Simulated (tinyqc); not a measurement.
# Frequency dispersion of an accumulation capacitance by border traps, distributed model: two studies

Traps spread evenly through the insulator exchange electrons with the semiconductor by tunnelling, with tau(x) = t0 exp(2 ka x) at depth x from the interface. The admittance per area Y seen at depth x obeys dY/dx = -Y^2/(i w eps0 eox) + q Nb ln(1 + i w tau)/tau, with Y(0) = i w Cs and w = 2 pi f; the gate sees Y(tox) = G + i w C. Working variable y = Y/(i w), in uF/cm^2. Cox = eps0 eox/tox.

Parameters, values chosen for the exercise; permittivity close to that of hafnium oxide:
```
symbol   value         unit                                               meaning
eox       19.5                             relative permittivity of the insulator
tox        3.1           nm                                   insulator thickness
Cs         1.3      uF/cm^2             semiconductor capacitance in accumulation
Nb      8.4e19  cm^-3 eV^-1                               density of border traps
ka         4.6         1/nm  decay constant of the wave function in the insulator
t0       2e-11            s              time constant of a trap at the interface
f        10000           Hz                                             frequency
```

Constants: q = 1.602176634e-19 C, eps0 = 8.8541878128e-14 F/cm where lengths are in cm. Results are converted to the units shown.

Each table varies one quantity; the others keep the values above.

## Capacitance and loss against frequency

Cox; trap-free value 1/(1/Cox + 1/Cs); response depth d = ln(1/(w t0))/(2 ka), where w tau = 1; lumped estimate: all traps within d act as C_bt = q Nb d placed at d/2, so C = 1/{1/[1/(1/Cs + d/(2 eps0 eox)) + C_bt] + (tox - d/2)/(eps0 eox)}. C and G from a fine integration; dispersion -d C/d log10 f over C, from f times and over 1.1. For a broad spread of time constants G/w is close to -(pi/2) dC/d ln w.

The same in every row: trap-free C (uF/cm^2) = 1.054.

Capacitance and loss against frequency:
```
f (Hz)	d (nm)	C (uF/cm^2)	G/w (uF/cm^2)	dispersion (% a decade)	-(pi/2) dC/d ln w (uF/cm^2)	lumped C (uF/cm^2)
10	2.228	3.051	0.1722	8.268	0.1721	2.831
100	1.977	2.807	0.1609	8.380	0.1605	2.627
1000	1.727	2.579	0.1518	8.607	0.1514	2.429
10000	1.477	2.362	0.1450	8.976	0.1447	2.235
1e5	1.227	2.154	0.1403	9.525	0.1400	2.042
1e6	0.9763	1.951	0.1376	10.31	0.1373	1.849
1e7	0.7260	1.751	0.1368	11.43	0.1365	1.654
```

C falls from 3.051 to 1.751 uF/cm^2, towards the trap-free 1.054; each decade of frequency removes ln 10/(2 ka) = 0.250 nm from the response depth. The dispersion rises from 8.27 to 11.4 % a decade and G/w falls from 0.172 to 0.137 uF/cm^2. G/w stays at 1.00 times -(pi/2) dC/d ln w, the relation for a broad spread of time constants.

## Effect of the decay constant of the wave function in the insulator

Same model as above.

The same in every row: trap-free C (uF/cm^2) = 1.054.

Effect of the decay constant of the wave function in the insulator:
```
ka (1/nm)	d (nm)	C (uF/cm^2)	G/w (uF/cm^2)	dispersion (% a decade)	-(pi/2) dC/d ln w (uF/cm^2)	lumped C (uF/cm^2)
2.5	2.717	3.649	0.2654	11.84	0.2948	3.251
3.2	2.123	2.999	0.2418	11.85	0.2425	2.745
3.9	1.742	2.612	0.1805	10.10	0.1799	2.441
4.6	1.477	2.362	0.1450	8.976	0.1447	2.235
5.3	1.282	2.186	0.1222	8.181	0.1220	2.085
6	1.132	2.054	0.1063	7.573	0.1061	1.970
6.7	1.014	1.951	0.09436	7.081	0.09426	1.879
7.4	0.9180	1.868	0.08508	6.670	0.08501	1.804
```

Read the table: what changes, and by how much?

As ka goes from 2.5 to 7.4, C falls from 3.65 to 1.87 uF/cm^2, the dispersion goes from 11.8 through a maximum of 11.9 (at ka = 3.2 among the rows listed) to 6.67 % a decade and G/w falls from 0.265 to 0.0851 uF/cm^2. The lumped estimate is 11 % below C in the first row and 3.4 % below it in the last.

Numbers from tinyqc (`OMP_NUM_THREADS=1 python tinyqc.py 2202109 2202110 out.jsonl`; about 0.3 s on one thread of a shared Intel Xeon 2.30GHz).
